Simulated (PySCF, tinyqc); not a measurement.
Worked calculation: RHF in the sto-3g basis, for H3+, spin multiplicity 1. The lowest restricted solution is unstable here: a spin-polarised one lies 0.0079 hartree lower (PySCF). Computed by tinyqc, a small Python program that keeps every step (integrals from PySCF). Settings: charge = 1, multiplicity = 1, basis = sto-3g, energy threshold = 1e-09, iteration cap = 57, orthogonalisation = symmetric, start = core, DIIS depth = 0, damping = 0.2, method = RHF. Command: `OMP_NUM_THREADS=1 python tinyqc.py 29537 29538 out.jsonl` (the two numbers bound the seeds that draw the settings). One thread of a shared host (Intel(R) Xeon(R) Processor @ 2.60GHz), about 0.04 s of CPU time with the checks. Later iterations appear only in the table of the cycle.

## One-electron integrals

Geometry (angstrom):
```
atom        x        y         z
H     0.00000  0.00000   0.00000
H     0.00000  0.00000   1.20300
H     0.00000  0.00000  -1.20300
```

Basis sto-3g: exponents (1/bohr^2) and contraction coefficients of normalised primitives:
```
element  l (shell)  exponent  coefficient
H            s (1)   3.42525      0.15433
H            s (1)   0.62391      0.53533
H            s (1)   0.16886      0.44463
```

Overlap, kinetic and nuclear-attraction integrals over the contracted functions; the nuclear repulsion is the sum of Za Zb / Rab.

nuclear repulsion = 1.0997033 hartree

overlap S, lower triangle:
```
         1H 1s    2H 1s    3H 1s
1H 1s  1.00000
2H 1s  0.38553  1.00000
3H 1s  0.38553  0.05894  1.00000
```

kinetic energy T (hartree), lower triangle:
```
         1H 1s     2H 1s    3H 1s
1H 1s  0.76003
2H 1s  0.05218   0.76003
3H 1s  0.05218  -0.01114  0.76003
```

nuclear attraction V (hartree), lower triangle:
```
          1H 1s     2H 1s     3H 1s
1H 1s  -2.09425
2H 1s  -0.67811  -1.88037
3H 1s  -0.67811  -0.09589  -1.88037
```

core Hamiltonian H = T + V (hartree), lower triangle:
```
          1H 1s     2H 1s     3H 1s
1H 1s  -1.33422
2H 1s  -0.62594  -1.12033
3H 1s  -0.62594  -0.10703  -1.12033
```

## Two-electron integrals

Functions are numbered as in S; the eight-fold symmetry (ij|kl) = (ji|kl) = (kl|ij) leaves the list below.

Two-electron integrals (ij|kl) in chemists' order, unique and non-zero (hartree):
```
(11|11) 0.77461   (21|11) 0.22567   (21|21) 0.09047   (22|11) 0.41705
(22|21) 0.22567   (22|22) 0.77461   (31|11) 0.22567   (31|21) 0.06178
(31|22) 0.11411   (31|31) 0.09047   (32|11) 0.03337   (32|21) 0.01130
(32|22) 0.02484   (32|31) 0.01130   (32|32) 0.00169   (33|11) 0.41705
(33|21) 0.11411   (33|22) 0.21979   (33|31) 0.22567   (33|32) 0.02484
(33|33) 0.77461
```

## Orthogonalisation

S = U s U^T; symmetric (Loewdin) form X = U s^(-1/2) U^T, so that X^T S X = 1.

eigenvalues of S: 0.48346  0.94106  1.57548

X, lower triangle:
```
          1H 1s    2H 1s    3H 1s
1H 1s   1.13476
2H 1s  -0.22648  1.06549
3H 1s  -0.22648  0.03465  1.06549
```

## Starting guess

The start is the orbitals of the core Hamiltonian; D = 2 C_occ C_occ^T.

D at the start, lower triangle:
```
         1H 1s    2H 1s    3H 1s
1H 1s  1.11093
2H 1s  0.38924  0.13638
3H 1s  0.38924  0.13638  0.13638
```

## Iteration 1: building the Fock matrix

J_ij = sum D_kl (ij|kl), K_ij = sum D_kl (ik|jl); F = H + J - 0.5 K; E = tr D H + tr D J / 2 - 0.25 tr D K + E_nn.

Coulomb J (hartree), lower triangle:
```
         1H 1s    2H 1s    3H 1s
1H 1s  1.33474
2H 1s  0.41865  0.87021
3H 1s  0.41865  0.06191  0.87021
```

exchange K (hartree), lower triangle:
```
         1H 1s    2H 1s    3H 1s
1H 1s  1.25341
2H 1s  0.53471  0.39763
3H 1s  0.53471  0.20324  0.39763
```

Fock matrix F (hartree), lower triangle:
```
          1H 1s     2H 1s     3H 1s
1H 1s  -0.62619
2H 1s  -0.47464  -0.44894
3H 1s  -0.47464  -0.14674  -0.44894
```

total energy of this density = -1.0946222 hartree

This density is the starting one.

## Iteration 1: diagonalisation and new density

Diagonalise F' = X^T F X, C = X C', fill 1 alpha and 1 beta electrons from the bottom; D = 2 C_occ C_occ^T; the new density keeps 0.2 of the old one (damping). Each column has its largest component positive (the first on a tie).

F' = X^T F X (hartree), lower triangle:
```
          1         2         3
1  -0.37952
2  -0.33188  -0.31664
3  -0.33188   0.00449  -0.31664
```

orbital energies (hartree): MO1 -0.81640, MO2 -0.32113, MO3 0.12473

coefficients C:
```
           MO1       MO2       MO3
1H 1s  0.61240   0.00000   1.00759
2H 1s  0.36424   0.72892  -0.72372
3H 1s  0.36424  -0.72892  -0.72372
```

D after iteration 1, lower triangle:
```
         1H 1s    2H 1s    3H 1s
1H 1s  0.82224
2H 1s  0.43475  0.23955
3H 1s  0.43475  0.23955  0.23955
```

## Iteration 2: building the Fock matrix

As before.

Coulomb J (hartree), lower triangle:
```
         1H 1s    2H 1s    3H 1s
1H 1s  1.24515
2H 1s  0.40475  0.88846
3H 1s  0.40475  0.05981  0.88846
```

exchange K (hartree), lower triangle:
```
         1H 1s    2H 1s    3H 1s
1H 1s  1.10229
2H 1s  0.53437  0.47830
3H 1s  0.53437  0.22480  0.47830
```

Fock matrix F (hartree), lower triangle:
```
          1H 1s     2H 1s     3H 1s
1H 1s  -0.64022
2H 1s  -0.48838  -0.47103
3H 1s  -0.48838  -0.15962  -0.47103
```

total energy of this density = -1.1259990 hartree

This density is a damped mixture and is not idempotent.

## Iteration 2: diagonalisation and new density

As before.

F' = X^T F X (hartree), lower triangle:
```
          1         2         3
1  -0.38705
2  -0.33812  -0.33657
3  -0.33812  -0.00566  -0.33657
```

orbital energies (hartree): MO1 -0.84334, MO2 -0.33091, MO3 0.11406

coefficients C:
```
           MO1       MO2       MO3
1H 1s  0.59986   0.00000   1.01510
2H 1s  0.37319   0.72892  -0.71915
3H 1s  0.37319  -0.72892  -0.71915
```

D after iteration 2, lower triangle:
```
         1H 1s    2H 1s    3H 1s
1H 1s  0.74018
2H 1s  0.44512  0.27074
3H 1s  0.44512  0.27074  0.27074
```

## Iteration 13 (converged): orbitals

converged F (hartree), lower triangle:
```
          1H 1s     2H 1s     3H 1s
1H 1s  -0.64536
2H 1s  -0.49323  -0.47971
3H 1s  -0.49323  -0.16464  -0.47971
```

Diagonalise F' = X^T F X, C = X C', fill 1 alpha and 1 beta electrons from the bottom; D = 2 C_occ C_occ^T. Each column has its largest component positive (the first on a tie).

F' = X^T F X (hartree), lower triangle:
```
          1         2         3
1  -0.39008
2  -0.33995  -0.34465
3  -0.33995  -0.00984  -0.34465
```

orbital energies (hartree): MO1 -0.85338, MO2 -0.33480, MO3 0.10880

coefficients C:
```
           MO1       MO2       MO3
1H 1s  0.59485   0.00000   1.01805
2H 1s  0.37672   0.72892  -0.71730
3H 1s  0.37672  -0.72892  -0.71730
```

D after iteration 13, lower triangle:
```
         1H 1s    2H 1s    3H 1s
1H 1s  0.70770
2H 1s  0.44819  0.28384
3H 1s  0.44819  0.28384  0.28384
```

## Convergence

Stop when the energy changes by less than 1e-09 hartree and every element of the error matrix X^T (F D S - S D F) X is below 9e-06.

Course of the cycle:
```
iteration  E (hartree)     change  largest element of the error matrix
1           -1.0946222          -                             1.82e-01
2           -1.1259990  -3.14e-02                             5.36e-02
3           -1.1333035  -7.30e-03                             1.55e-02
4           -1.1348472  -1.54e-03                             4.47e-03
5           -1.1351627  -3.15e-04                             1.29e-03
6           -1.1352263  -6.36e-05                             3.70e-04
7           -1.1352391  -1.28e-05                             1.06e-04
8           -1.1352417  -2.56e-06                             3.06e-05
9           -1.1352422  -5.12e-07                             8.78e-06
10          -1.1352423  -1.02e-07                             2.52e-06
11          -1.1352423  -2.05e-08                             7.25e-07
12          -1.1352423  -4.10e-09                             2.08e-07
13          -1.1352423  -8.19e-10                             5.97e-08
```

PySCF RHF in the same basis = -1.1352423 hartree

Converged in 13 iterations.

## Populations, bond orders and dipole

Mulliken: Z minus the diagonal of D S on the atom; Loewdin: the same with S^(1/2) D S^(1/2); Mayer order: 2 sum_s sum (D(s) S)_ij (D(s) S)_ji over the two atoms.

Charges (e):
```
atom  Mulliken   Loewdin
1H    -0.05328  -0.03699
2H     0.52664   0.51849
3H     0.52664   0.51849
```

Mayer bond orders:
```
pair    order
2-1   0.49858
3-1   0.49858
3-2   0.22407
```

dipole moment about the origin, x y z (debye): 0.00000  0.00000  0.00000
